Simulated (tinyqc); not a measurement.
Inside a calculation. Model: a chain with two barriers and dephasing by Buettiker voltage probes.

Computed by the program tinyqc: `OMP_NUM_THREADS=1 python tinyqc.py 2700005 2700006 out.jsonl`, one thread of a shared Intel Xeon 2.30GHz, about 0.01 s for the whole run. Printed values are rounded.

Sites 1 to 6 form a chain with hopping -t. Lead L joins site 1 and lead R site 6, both semi-infinite chains with hopping -t and site energy 0. Every site carries a probe with self-energy -i Gamma_p/2 that draws no net current. Linear response at zero temperature: mu_L = 1, mu_R = 0 in units of the bias.

Values chosen for this exercise: hopping (matrix element -t) t = 1 eV; site energies 1 to N U = [2.2, 0, 0, 0, 0, 2.3] eV; Fermi energy E = -0.48 eV; probe broadening Gamma_p gp = 0.8 eV.

Constants: q = 1.602176634e-19 C, h = 6.62607015e-34 J s. Results are converted to the units shown.

## Green function

Sigma = t^2 g(E), g(x) = (x - i sqrt(4 t^2 - x^2))/(2 t^2) for |x| < 2 t and (x - sign(x) sqrt(x^2 - 4 t^2))/(2 t^2) otherwise; Gamma = -2 Im Sigma; G = (E - H - Sigma_L - Sigma_R + i Gamma_p/2)^(-1).

Sigma = -0.240000-0.970773i eV
Gamma = 1.94155 eV

G (1/eV):
```
                     1                    2                    3                    4
1  -0.229631-0.204176i   0.159822-0.183418i   0.232978+0.052207i  -0.027109+0.115286i
2   0.159822-0.183418i   0.138540-0.666619i   0.640030-0.191975i   0.091884+0.318459i
3   0.232978+0.052207i   0.640030-0.191975i  -0.002554-0.400367i   0.198597+0.000820i
4  -0.027109+0.115286i   0.091884+0.318459i   0.198597+0.000820i   0.003771-0.397504i
5  -0.199876+0.013974i  -0.468542+0.308082i   0.098209+0.321322i   0.644211-0.193131i
6  -0.063241-0.028628i  -0.193552+0.016837i  -0.022929+0.114131i   0.228198+0.047117i

                     5                    6
1  -0.199876+0.013974i  -0.063241-0.028628i
2  -0.468542+0.308082i  -0.193552+0.016837i
3   0.098209+0.321322i  -0.022929+0.114131i
4   0.644211-0.193131i   0.228198+0.047117i
5   0.133760-0.671709i   0.151311-0.182794i
6   0.151311-0.182794i  -0.228687-0.195382i
```

## Transmissions between terminals

With Gamma the broadening by one lead, T_RL = Gamma^2 |G_(6,1)|^2, T_pL = Gamma Gamma_p |G_(p,1)|^2, T_pR = Gamma Gamma_p |G_(p,6)|^2, T_pq = Gamma_p^2 |G_(p,q)|^2 for p != q.

T_RL = 0.0181659

```
probe      T_pL      T_pR
1      0.146654  0.007485
2      0.091928  0.058628
3      0.088541  0.021049
4      0.021785  0.084332
5      0.062356  0.087460
6      0.007485  0.140524
```

T_pq:
```
          1         2         3         4         5         6
1  0.000000  0.037878  0.036483  0.008977  0.025693  0.003084
2  0.037878  0.000000  0.285755  0.070310  0.201245  0.024157
3  0.036483  0.285755  0.000000  0.025243  0.072251  0.008673
4  0.008977  0.070310  0.025243  0.000000  0.289476  0.034748
5  0.025693  0.201245  0.072251  0.289476  0.000000  0.036037
6  0.003084  0.024157  0.008673  0.034748  0.036037  0.000000
```

## Probe potentials and effective transmission

No current into probe p: W mu = T_pL with W_pp = T_pL + T_pR + sum_q T_pq and W_pq = -T_pq. Then T_eff = T_RL + sum_p T_pR mu_p, and the resistance is (h/2q^2)/T_eff.

W:
```
           1          2          3          4          5          6
1   0.266254  -0.037878  -0.036483  -0.008977  -0.025693  -0.003084
2  -0.037878   0.769903  -0.285755  -0.070310  -0.201245  -0.024157
3  -0.036483  -0.285755   0.537995  -0.025243  -0.072251  -0.008673
4  -0.008977  -0.070310  -0.025243   0.534871  -0.289476  -0.034748
5  -0.025693  -0.201245  -0.072251  -0.289476   0.774520  -0.036037
6  -0.003084  -0.024157  -0.008673  -0.034748  -0.036037   0.254710
```

mu_p, probe 1 to 6: 0.773637  0.549361  0.596442  0.426499  0.474964  0.236551
T_eff = 0.179468
resistance = 71.9146 kohm

Without probes the transmission is 0.09353. With them, 10.1 % of the current crosses without entering a probe.

## Current at both leads

In units of (2 q^2/h) times the bias, T_RL + sum_p T_pL (1 - mu_p) leaves L and T_RL + sum_p T_pR mu_p enters R.

current leaving L = 0.179468
current entering R = 0.179468

The two are equal: the probes conserve the current.
